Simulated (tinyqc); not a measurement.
Inside a calculation: linear model of a band gap against the share of exact exchange. Values are carried at full precision from step to step, so a last printed digit may differ when a step is redone from the rounded ones.

E(alpha) = E0 + S alpha. A wider gap screens less, modelled in the Penn form eps(alpha) = 1 + (e0 - 1)(EP/(EP + S alpha))^2 with a scale EP chosen for the exercise. A dielectric-dependent hybrid takes alpha = 1/eps.

Parameters, chosen for this exercise (of the order of those of InP; the results hold for these values, not for the real material): E0 = 0.71 eV (gap of the semi-local functional); S = 5.9 eV (slope dE/d(alpha)); e0 = 10.56 (optical dielectric constant at alpha = 0); EP = 9.7 eV (energy scale of the screening); Et = 1.4 eV (target gap); a_start = 0 (starting alpha); fv = 0.63 (share of the opening taken by the valence edge); Ed = 0.2 eV (defect level above the semi-local valence top); cd = 0 (shift of the level per unit opening, on the scale of the mean potential).

## Fixed shares

Gap, error against the target and eps for alpha = 0, 0.25 and 1/e0; and the alpha that meets the target, (Et - E0)/S.

Results:

| alpha | E (eV) | E - Et (eV) | eps |
|---|---|---|---|
| 0.0000 | 0.710 | -0.690 | 10.560 |
| 0.2500 | 2.185 | 0.785 | 8.203 |
| 0.0947 | 1.269 | -0.131 | 9.547 |

alpha for the target = 0.1169

A quarter of exact exchange overshoots the target by 0.79 eV: the material needs 0.117, and 1/e0 = 0.095 lies closer to it than 0.25 does.

## Self-consistent share

Iterate alpha -> 1/eps(alpha) seven times from a_start. The fixed point solves alpha eps(alpha) = 1; the contraction factor there is 2 (eps - 1) S/((EP + S alpha) eps^2).

Iterates:

| step | alpha | eps | E (eV) |
|---|---|---|---|
| 0 | 0.00000 | 10.5600 | 0.7100 |
| 1 | 0.09470 | 9.5470 | 1.2687 |
| 2 | 0.10474 | 9.4491 | 1.3280 |
| 3 | 0.10583 | 9.4386 | 1.3344 |
| 4 | 0.10595 | 9.4375 | 1.3351 |
| 5 | 0.10596 | 9.4374 | 1.3352 |
| 6 | 0.10596 | 9.4374 | 1.3352 |
| 7 | 0.10596 | 9.4374 | 1.3352 |

fixed point = 0.10596
contraction factor = 0.1083

The factor is positive, so the iterates approach from one side, the error shrinking to 0.11 of itself each step; the gap is within 0.01 eV of its limit from step 2. Self-consistency moves the gap by +0.066 eV against the one-shot choice 1/e0, since a wider gap screens less.

## Band edges and a deep level

The opening c = S alpha lowers the valence top by fv c and raises the conduction edge by (1 - fv) c, both against the mean potential; the level moves by cd c. Use the fixed point. Compare with stretching the level in proportion to the gap and with pinning it to either edge.

opening c = 0.625 eV

shifts of the valence and conduction edges (eV): -0.394  0.231

level above the valence top = 0.594 eV
level below the conduction edge = 0.741 eV

level above the valence top: stretched, tied to the valence edge, tied to the conduction edge (eV): 0.376  0.200  0.825

The three recipes err by -0.22, -0.39 and +0.23 eV against alignment through the mean potential. A localised level with cd = 0 stays put while the edges move away from it.

## Checks

- Fixed point by bisection against 60 substitutions: both 0.10596.

Run: tinyqc, `OMP_NUM_THREADS=1 python tinyqc.py 1851162 1851163 out.jsonl`; Intel(R) Xeon(R) Processor @ 2.30GHz, one thread, shared host; about 0.01 s of CPU time with all checks.
